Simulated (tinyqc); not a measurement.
Gaussian against the exact two-step profile: two-step dopant diffusion (predeposition and drive-in) with a constant diffusivity. Computed by tinyqc, a small Python program. Command: `OMP_NUM_THREADS=1 python tinyqc.py 3003702 3003703 out.jsonl dopdiff walk`. One thread of a shared host (Intel(R) Xeon(R) Processor @ 2.30GHz), about 0.05 s of CPU time with the checks.

Fick diffusion into a half space x > 0 whose background doping C_B is of the opposite type, so that a junction lies where C = C_B.

Inputs (values chosen for the exercise, modelled on phosphorus in silicon):
```
quantity,value,unit
prefactor D0,4.53,cm^2/s
activation energy E,3.67,eV
surface concentration C_s,1.1e+20,1/cm^3
background doping C_B,4.9e+16,1/cm^3
predeposition temperature T1,1000,C
predeposition time t1,20,min
drive-in temperature T2,1125,C
drive-in time t2,240,min
```

Furnace ramps of the drive-in: none.

Constants: k_B = 8.617333262e-05 eV/K.

Method:
- D = D0 exp(-E/(k_B T)).
- Temperatures in kelvin are T(C) + 273.15.
- Times in seconds are 60 times the minutes.
- (Dt)2 = D2 t2, t2 in seconds.
- C = C_s erfc(x/(2 sqrt(D1 t1))); dose Q = 2 C_s sqrt(D1 t1/pi); the junction solves erfc(z) = C_B/C_s with x_j = 2 z sqrt(D1 t1).
- With a sealed surface and a thin source, C = Q/sqrt(pi (Dt)2) exp(-x^2/(4 (Dt)2)); x_j = 2 sqrt((Dt)2 ln(C(0)/C_B)); gradient at the junction |dC/dx| = C_B x_j/(2 (Dt)2).
- Exact two-step profile: C = (2 C_s/pi) int_0^alpha exp(-beta (1 + u^2))/(1 + u^2) du with alpha = sqrt(D1 t1/(Dt)2), beta = x^2/(4 (D1 t1 + (Dt)2)).
- The integral takes 48 Gauss-Legendre points; solve C(x) = C_B.
- Gaussian: C = Q/sqrt(pi (Dt)2) exp(-x^2/(4 (Dt)2)).
- Depths are fractions of the Gaussian x_j.

surface concentration C(0) (Gaussian) = 4.53173e+18 1/cm^3

junction depth x_j = 2.64069 um

drive-in budget (Dt)2 = 3.85089e-09 cm^2

product D1 t1 = 1.61267e-11 cm^2

exact junction depth = 2.64397 um

Profiles:
```
x/x_j,x (um),Gaussian (1/cm^3),exact (1/cm^3),ratio
0.0,0.0000,4.5317e+18,4.5254e+18,1.0014
0.2,0.5281,3.7811e+18,3.7778e+18,1.0009
0.4,1.0563,2.1963e+18,2.1977e+18,0.9994
0.6,1.5844,8.8814e+17,8.9093e+17,0.9969
0.8,2.1126,2.5002e+17,2.5170e+17,0.9933
1.0,2.6407,4.9000e+16,4.9553e+16,0.9888
1.2,3.1688,6.6854e+15,6.7985e+15,0.9834
```

With D1 t1/(Dt)2 = 0.0042, the Gaussian is 0.14 % high at the surface and 1.1 % low at its own junction; the exact junction lies at 2.644 um, 0.12 % deeper. The dose is the same, but the real source already has a width, which is negligible here. Caution: C_s exceeds the intrinsic carrier density of silicon at the predeposition temperature (2e18 to 1e19 per cm^3), where real diffusivities rise with concentration and profiles turn box-like.
